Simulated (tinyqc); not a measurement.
Strain-driven roughening and islands of a mismatched epitaxial film: one step, computed by the program tinyqc.

Film and substrate share isotropic elastic constants; the film is coherent and biaxially strained.

Problem. Elastic energy of the flat film. M = 2 G (1 + nu)/(1 - nu); stress = M f; energy density w = M f^2.

Inputs (values chosen for the exercise, modelled on GaN on AlN): misfit |f| = 0.0245; shear modulus G = 121 GPa; Poisson ratio nu = 0.19.

Give: biaxial modulus M; stress; energy density w.

Solution.

biaxial modulus M = 355.5 GPa

stress = 8.711 GPa

energy density w = 213.4 MJ/m^3
